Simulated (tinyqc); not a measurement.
Haynes-Shockley experiment: what a collector records, against the lifetime.

A sheet injected at x = 0, t = 0 gives at x = L the signal n(t) = N0 exp(-t/tau - (L - v t)^2/(4 D t))/sqrt(4 pi D t), D = mu Vt, v = mu F. Its peak lies at tp = [-D + sqrt(D^2 + u^2 L^2)]/u^2, u^2 = v^2 + 4 D/tau; dt is the full width at half height. Simple readings: mobility L/(F tp), diffusion coefficient (L dt/tp)^2/(16 ln 2 tp). Area v times the integral of n over N0: (v/u) exp(L (v - u)/(2 D)).

Parameters, values chosen for the exercise:
```
symbol,value,unit,meaning
T,300,K,temperature
mu,8090,cm^2/(V s),minority-carrier mobility
F,9.4,V/cm,sweep field along the drift
L,830,um,distance from injector to collector
```

Constants: q = 1.602176634e-19 C, kB = 1.380649e-23 J/K, Vt = kB T/q. Results are converted to the units shown.

The same in every row: L/v (us) = 1.091.

Result of one run:

| tp (us) | dt (us) | apparent mobility (cm^2/(V s)) | apparent D (cm^2/s) | area | exp(-L/(v tau)) |
|---|---|---|---|---|---|
| 1.052 | 0.6441 | 8392 | 221.2 | 0.9436 | 0.9469 |

Which lifetime tau gave this result: 3e-7, 2e-6, 4e-6, 8e-6 or 2e-5 s?

tau = 2e-5 s.

The whole series:

| tau (s) | tp (us) | dt (us) | apparent mobility (cm^2/(V s)) | apparent D (cm^2/s) | area | exp(-L/(v tau)) |
|---|---|---|---|---|---|---|
| 1e-7 | 0.6832 | 0.3336 | 1.292e4 | 216.8 | 1.284e-4 | 1.819e-5 |
| 3e-7 | 0.8724 | 0.4839 | 1.012e4 | 219.0 | 0.03086 | 0.02630 |
| 7e-7 | 0.9641 | 0.5635 | 9159 | 220.1 | 0.2060 | 0.2103 |
| 2e-6 | 1.021 | 0.6149 | 8650 | 220.8 | 0.5649 | 0.5794 |
| 4e-6 | 1.038 | 0.6307 | 8507 | 221.0 | 0.7496 | 0.7612 |
| 8e-6 | 1.047 | 0.6390 | 8435 | 221.1 | 0.8652 | 0.8725 |
| 2e-5 | 1.052 | 0.6441 | 8392 | 221.2 | 0.9436 | 0.9469 |
| 4e-5 | 1.054 | 0.6458 | 8377 | 221.2 | 0.9714 | 0.9731 |

True values: mu = 8090 cm^2/(V s), D = 209 cm^2/s. The apparent mobility is 60 % above the true one in the first row and 3.5 % above it in the last, and the apparent D 3.7 % above and 5.8 % above D. The peak always comes before L/v, since spreading and decay both weigh down the later part of the signal; the shift is 37 % and 3.4 % in these rows.

Computed by the program tinyqc: `OMP_NUM_THREADS=1 python tinyqc.py 2310020 2310021 out.jsonl`, one thread of a shared Intel Xeon 2.30GHz, about 0.01 s for the whole run.
